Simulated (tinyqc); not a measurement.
## Stability and critical current from long pulses

Inverse problem. For long pulses a magnetic tunnel junction switches at I = Ic0 [1 - ln(tp/t0)/Delta]. Find Ic0 and Delta.

Parameters, values chosen for the exercise:
- t0 = 1 ns (attempt time)

switching current for pulses of 0.0001 and 0.1 s (uA): 14.793489  13.476259

Answer. I is linear in ln tp: it equals Ic0 at tp = t0, and the slope is -Ic0/Delta.

Ic0 = 17.0 uA
Delta = 89.1

Numbers from tinyqc (`OMP_NUM_THREADS=1 python tinyqc.py 2450021 2450022 out.jsonl`; about 0.01 s on one thread of a shared Intel Xeon 2.30GHz).
